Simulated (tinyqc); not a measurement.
# Worked calculation: read current of a NAND string, cells in series solved by shooting

Computed by the program tinyqc: `OMP_NUM_THREADS=1 python tinyqc.py 2142114 2142115 out.jsonl`, one thread of a shared Intel Xeon 2.30GHz, about 1 s for the whole run. Printed values are rounded.

Cells in series, numbered from 0 at the source line (0 V) to the bit line, each followed by a gap resistance Rg. A cell with gate Vg, threshold VT, source Vs and drain Vd passes I = 2 nf K Vt^2 [F(Vs) - F(Vd)]/(1 + th max(Vg - VT, 0)), F(V) = ln^2(1 + exp((Vg - VT - nf V)/(2 nf Vt))). The selected cell has Vg = Vr, the others Vg = Vp.

Values chosen for this exercise; values of the order met in vertical NAND strings: temperature T = 300 K; gain factor of a cell K = 27 uA/V^2; slope factor nf = 2.2; mobility reduction factor th = 0.09 1/V; resistance of the gap between cells Rg = 9 kohm; bit-line voltage Vbl = 0.7 V; pass voltage Vp = 5.9 V; read voltage on the selected word line Vr = 3.08 V.

Constants: q = 1.602176634e-19 C, kB = 1.380649e-23 J/K, Vt = kB T/q. Results are converted to the units shown.

## Step 1: node voltages for a trial current

first trial current = 2.1 uA
thresholds from the source end, cell 0 to 3 (V): 4  4  4  1.3

For a trial current I start at 0 V and, cell by cell (the selected one is cell 3), solve for the drain: sqrt(F(Vd)) = sqrt(F(Vs) - I/k), k = 2 nf K Vt^2/(1 + th max(Vg - VT, 0)), Vd = [Vg - VT - 2 nf Vt ln(exp(sqrt F) - 1)]/nf, then add I Rg.

node voltage after each cell and gap, trial 1, cell 0 to 3 (V): 0.0682454  0.141018  0.219680  0.312851

## Step 2: node voltages for a trial current

second trial current = 3.1 uA

As before.

node voltage after each cell and gap, trial 2, cell 0 to 3 (V): 0.101826  0.214684  0.344808  0.529772

## Course of the secant iteration

Secant steps on the end voltage less Vbl, from the two trials; a trial above the saturation current of a cell has no solution and is moved halfway to the previous trial. Stop below 1e-9 V.

Course of the iteration:
```
iteration   I (uA)  end voltage - Vbl (V)  halvings
1          3.49237                -0.0331         1
2          3.58709                 0.0208         0
3          3.55057               -2.47e-3         0
4          3.55446               -1.88e-4         0
5          3.55478                1.69e-6         0
6          3.55478               -1.16e-9         0
7          3.55478              -7.77e-15         0
```

Converged in 7 iterations to I = 3.5548 uA. The selected cell takes 36.9 % of the bit-line voltage and the gaps together 18.3 %.
